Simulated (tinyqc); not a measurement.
Trap density from the barrier height.

Question. In a partly depleted grain with all boundary traps filled, 2 N W = Qt and VB = q N W^2/(2 eps0 eps_r). Find Qt, W and the doping at which VB would equal Vt.

Inputs (values chosen for the exercise): temperature T = 350 K; relative permittivity eps_r = 11.7.

Constants: q = 1.602176634e-19 C, kB = 1.380649e-23 J/K, Vt = kB T/q, eps0 = 8.8541878128e-14 F/cm where lengths are in cm. Results are converted to the units shown.

doping = 2.2e18 cm^-3
barrier height = 0.089983543 V

Solution. Eliminating W gives VB = q Qt^2/(8 eps0 eps_r N), which falls as 1/N.

Qt = 3.20e12 cm^-2
W = 7.27 nm
doping for VB = Vt = 6.56e18 cm^-3

tinyqc, about 0.01 s, one thread, Intel Xeon 2.30GHz (shared host): `OMP_NUM_THREADS=1 python tinyqc.py 2830248 2830249 out.jsonl`
